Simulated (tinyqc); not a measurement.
MOSFET in saturation, small-signal circuit and noise: effect of the inversion coefficient on speed and noise.

Bias by the inversion coefficient IC = I/Ispec (charge-based model with velocity saturation; weak inversion below 0.1, strong above 10). Common-source circuit: gm, gds, Cgs, Cgd and Cj at the inner nodes, Rg in series with the gate; quasi-static, no source or drain resistance, no gate-body capacitance, no substrate network, no induced gate noise, so fmax is an upper estimate.

Ispec = 2 n mu Cox (W/L) Vt^2, lc = Ls/L, gms = [sqrt((lc IC + 1)^2 + 4 IC) - 1]/[2 + lc (lc IC + 1)], gm = gms Ispec/(n Vt), gds = sg gm. qs = [sqrt(1 + 4 IC) - 1]/2, Cgs = Cox W L qs (2 qs + 3)/(3 (qs + 1)^2) + Cov W, Cgd = Cov W, Cd = Cj W, Rg = Rsh (Wf/L)/(12 Nf) + Rc/W with Nf = W/Wf fingers (not rounded) contacted at both ends. fT = gm/(2 pi (Cgs + Cgd)), fmax = fT/(2 sqrt(Rg (gds + 2 pi fT Cgd))). Channel noise Sid = 4 kB T gam n gm with gam = (1/2 + (2/3) qs)/(1 + qs) + gw lc IC, qs = [sqrt(1 + 4 IC) - 1]/2, lc = Ls/L (the last term an empirical rise with velocity saturation); at the gate, white noise Sw = Sid/gm^2 + 4 kB T Rg. Number fluctuation with correlated mobility: S(f) = K/f, K = q^2 Vt lt Nt/(W L Cox^2) (1 + ac mu Cox I/gm)^2, Vt in eV with Nt per eV. Corner fc = K/Sw. IC is held fixed.

Inputs (values chosen for the exercise):
```
symbol   value         unit                                   meaning
T          300            K                               temperature
L          350           nm                               gate length
W           80           um                          total gate width
Cox          2      uF/cm^2                          gate capacitance
mu         180   cm^2/(V s)                                  mobility
n         1.33                                           slope factor
Ls          10           nm                velocity-saturation length
sg      0.0091                                           ratio gds/gm
Cov       0.34        fF/um   overlap and fringe capacitance per side
Cj        0.49        fF/um                drain junction capacitance
Rsh         10          ohm              sheet resistance of the gate
Wf           4           um                              finger width
Rc         200       ohm um      gate contact and vertical resistance
gw        0.07               short-channel excess of the noise factor
Nt      1.6e18  cm^-3 eV^-1                        oxide trap density
lt         0.1           nm          tunnelling length into the oxide
ac           0        V s/C            Coulomb scattering coefficient
```

Constants: q = 1.602176634e-19 C, kB = 1.380649e-23 J/K, Vt = kB T/q. Results are converted to the units shown.

The same in every row: Rg (ohm) = 2.9762.

Results:
```
IC    I (uA)  fT (GHz)  fmax (GHz)  sqrt(Sw) (nV/Hz^0.5)  fc (MHz)
0.03  4.3885   0.28141      11.625                9.4748   0.10560
0.1   14.628   0.61910      17.159                5.3993   0.32519
0.3   43.885    1.0442      22.085                3.3915   0.82418
3     438.85    2.8154      35.400                1.5653    3.8694
10    1462.8    4.9857      46.741                1.1359    7.3470
30    4388.5    8.5190      60.847               0.88562    12.087
```

Estimate the missing row, IC = 1.

Computed row:
```
IC  I (uA)  fT (GHz)  fmax (GHz)  sqrt(Sw) (nV/Hz^0.5)  fc (MHz)
1   146.28    1.7287      28.040                2.1931    1.9711
```

With this row back in the table: As IC goes from 0.03 to 30, fT rises from 0.281 to 8.52 GHz, fmax rises from 11.6 to 60.8 GHz, the white noise falls from 9.47 to 0.886 nV/Hz^0.5 and the corner rises from 0.106 to 12.1 MHz. In every row fmax exceeds 4 fT, where channel resistance and substrate losses, left out here, would cap it.

Program tinyqc, `OMP_NUM_THREADS=1 python tinyqc.py 2150029 2150030 out.jsonl`; Intel Xeon 2.30GHz, shared host, one thread, about 0.01 s.
